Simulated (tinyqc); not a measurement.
Heisenberg spin cluster by exact diagonalisation: multiplets, susceptibility, level crossings: one step, computed by the program tinyqc.

H = J1 sum S_i.S_j over the bonds 1-2, 2-3 + J2 sum over 1-3 - g mu_B B S_z; J > 0 is antiferromagnetic.

Problem. The block with S_z = 0.5. Basis: products of m values. S_i.S_j = m_i m_j on the diagonal and (1/2) sqrt[s(s+1) - m_i(m_i+1)] sqrt[s(s+1) - m_j(m_j-1)], s the spin of a site, between states that differ by one flip up and one down.

Inputs (values chosen for the exercise, for a model cluster): exchange J1 = -0.581 meV; exchange J2 = 0.17 meV.

Cluster: triangle, two J1 bonds and one J2 bond. Spin s of each site: 0.5.

Give: H at B = 0.

Solution.

H at B = 0 (meV):
```
                +0.5 +0.5 -0.5  +0.5 -0.5 +0.5  -0.5 +0.5 +0.5
+0.5 +0.5 -0.5         -0.0425         -0.2905          0.0850
+0.5 -0.5 +0.5         -0.2905          0.3330         -0.2905
-0.5 +0.5 +0.5          0.0850         -0.2905         -0.0425
```
